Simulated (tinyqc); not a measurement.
Empirical pseudopotential in a few plane waves, step by step. One step of it, computed by the program tinyqc.

Problem. Levels at G. Diagonalise the Hermitian matrix.

H(k) at G (eV), order +0+0+0, -1-1-1, -1-1+1, -1+1-1, -1+1+1, +1-1-1, +1-1+1, +1+1-1, +1+1+1, -2+0+0, +0-2+0, +0+0-2, +0+0+2, +0+2+0, +2+0+0:
```
[[0.000000, 1.866411, -1.866411, -1.866411, -1.866411, -1.866411, -1.866411, -1.866411, 1.866411, 0.000000, 0.000000, 0.000000, 0.000000, 0.000000, 0.000000],
 [1.866411, 15.883620, 0.000000, 0.000000, -0.503411, 0.000000, -0.503411, -0.503411, 0.000000, -1.866411, -1.866411, -1.866411, -0.625344, -0.625344, -0.625344],
 [-1.866411, 0.000000, 15.883620, 0.503411, 0.000000, 0.503411, 0.000000, 0.000000, -0.503411, -1.866411, -1.866411, 0.625344, 1.866411, -0.625344, -0.625344],
 [-1.866411, 0.000000, 0.503411, 15.883620, 0.000000, 0.503411, 0.000000, 0.000000, -0.503411, -1.866411, 0.625344, -1.866411, -0.625344, 1.866411, -0.625344],
 [-1.866411, -0.503411, 0.000000, 0.000000, 15.883620, 0.000000, 0.503411, 0.503411, 0.000000, 1.866411, -0.625344, -0.625344, -1.866411, -1.866411, 0.625344],
 [-1.866411, 0.000000, 0.503411, 0.503411, 0.000000, 15.883620, 0.000000, 0.000000, -0.503411, 0.625344, -1.866411, -1.866411, -0.625344, -0.625344, 1.866411],
 [-1.866411, -0.503411, 0.000000, 0.000000, 0.503411, 0.000000, 15.883620, 0.503411, 0.000000, -0.625344, 1.866411, -0.625344, -1.866411, 0.625344, -1.866411],
 [-1.866411, -0.503411, 0.000000, 0.000000, 0.503411, 0.000000, 0.503411, 15.883620, 0.000000, -0.625344, -0.625344, 1.866411, 0.625344, -1.866411, -1.866411],
 [1.866411, 0.000000, -0.503411, -0.503411, 0.000000, -0.503411, 0.000000, 0.000000, 15.883620, -0.625344, -0.625344, -0.625344, -1.866411, -1.866411, -1.866411],
 [0.000000, -1.866411, -1.866411, -1.866411, 1.866411, 0.625344, -0.625344, -0.625344, -0.625344, 21.178160, 0.503411, 0.503411, -0.503411, -0.503411, 0.000000],
 [0.000000, -1.866411, -1.866411, 0.625344, -0.625344, -1.866411, 1.866411, -0.625344, -0.625344, 0.503411, 21.178160, 0.503411, -0.503411, 0.000000, -0.503411],
 [0.000000, -1.866411, 0.625344, -1.866411, -0.625344, -1.866411, -0.625344, 1.866411, -0.625344, 0.503411, 0.503411, 21.178160, 0.000000, -0.503411, -0.503411],
 [0.000000, -0.625344, 1.866411, -0.625344, -1.866411, -0.625344, -1.866411, 0.625344, -1.866411, -0.503411, -0.503411, 0.000000, 21.178160, 0.503411, 0.503411],
 [0.000000, -0.625344, -0.625344, 1.866411, -1.866411, -0.625344, 0.625344, -1.866411, -1.866411, -0.503411, 0.000000, -0.503411, 0.503411, 21.178160, 0.503411],
 [0.000000, -0.625344, -0.625344, -0.625344, 0.625344, 1.866411, -1.866411, -1.866411, -1.866411, 0.000000, -0.503411, -0.503411, 0.503411, 0.503411, 21.178160]]
```

Give: eigenvalues.

Solution.

eigenvalues (eV): [-1.4768, 12.5138, 12.5138, 12.5138, 15.1076, 15.3802, 15.3802, 15.3802, 18.8706, 20.1713, 20.1713, 24.0446, 24.0446, 24.0446, 25.4781]
